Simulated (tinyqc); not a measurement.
Worked calculation: inter-valley coupling by envelope functions against a chain of atomic planes. Values are carried at full precision from step to step, so a last printed digit may differ when a step is redone from the rounded ones.

Chain: E(phi) = e0 + 2 v cos(phi) + 2 u cos(2 phi), cos(phi0) = -v/(4u), e0 = 2u + v^2/(4u); plane j = 0, 1, ... has the potential V_j = dE x_j + F (j - 30) a/4 (1 MV/m = 1e-4 V/angstrom). There are 30 barrier planes a side; with y = j - 29.5, x_j = xb (f(y) + f(Nw - y)), f(y) = 1/(1 + exp(y/L)), plus any Ge added in the well. The valley splitting is the spacing of the two lowest levels. Envelope theory: F_j solves a one-valley chain with hopping -b and diagonal 2b + V_j, b = 4u sin^2(phi0), sum F_j^2 = 1; the valleys couple by Dv = sum_j F_j^2 V_j exp(-2 i phi0 j) and split by 2|Dv|.

Constants: hbar^2/2m0 = 3.80998211 eV angstrom^2.

Inputs chosen for the exercise (near those of the Delta valleys of silicon in a SiGe well; not measured data):
- a = 5.431 angstrom (lattice constant; planes lie a/4 apart)
- u = 0.598 eV (second-neighbour hopping)
- v = 0.507 eV (nearest hopping)
- Nw = 68 (planes in the well)
- L = 1 planes (interface width)
- xb = 0.33 (Ge fraction of the barriers)
- dE = 0.61 eV (offset per unit Ge fraction)
- F = 0 MV/m (field)
- js = 39 (plane j of a Ge spike (the well starts at j = 30))
- xs = 0.05 (Ge fraction added on that plane)

## Valley phase, mass and the wavelengths that couple the valleys

phi0; b = 4u sin^2(phi0); mass m/m0 = c/(b (a/4)^2), c = hbar^2/2m0. A potential couples the valleys if its phase advances by 2 phi0 a plane, or, since only whole planes count, by 2 pi - 2 phi0: periods pi/phi0 and pi/(pi - phi0) planes.

phi0 = 1.78437 rad
b = 2.28454 eV
mass = 0.9047 m0

periods (planes): pi/phi0 1.7606, pi/(pi - phi0) 2.3147

longer period = 3.1428 angstrom

## The smooth well

Lowest doublet of the chain and the envelope result.

level (meV): chain 4.202, envelope 4.209

splitting (micro-eV): chain 0.372, envelope 0.334

planes covered, 1/sum F^4 = 48.91
largest F_j^2 = 0.02728

The levels agree within 0.01 meV. A graded interface has little Fourier weight at 2 phi0, so the splitting is a small remainder of cancelling terms; the envelope value is 0.90 times that of the chain.

## One plane of added Ge, to first order

F_j^2 of the smooth well on that plane = 0.00672

F_j is the envelope on plane j (sum F_j^2 = 1) and Dv the coupling of the two valleys, which split by 2|Dv|. A single plane has Fourier weight at all wavelengths: it adds dE xs F_j^2 to |Dv|, so the splitting is about 2 dE xs F_j^2 if this term rules, and the mean of the doublet rises by dE xs F_j^2.

splitting = 410 micro-eV
rise of the mean level = 0.205 meV

The chain with the spike gives 340 micro-eV and a rise of 0.170 meV; the envelope solved with the spike gives 337. First order is +20 % off: the state draws back from the spike, which the envelope solved anew includes.

## Checks

- Splitting with a weak spike (0.02) on plane j = 52 from the envelope against the chain (micro-eV): both 484.

(tinyqc, `OMP_NUM_THREADS=1 python tinyqc.py 1480489 1480490 out.jsonl`, Intel(R) Xeon(R) Processor @ 2.30GHz, 1 thread, shared host, about 0.06 s.)
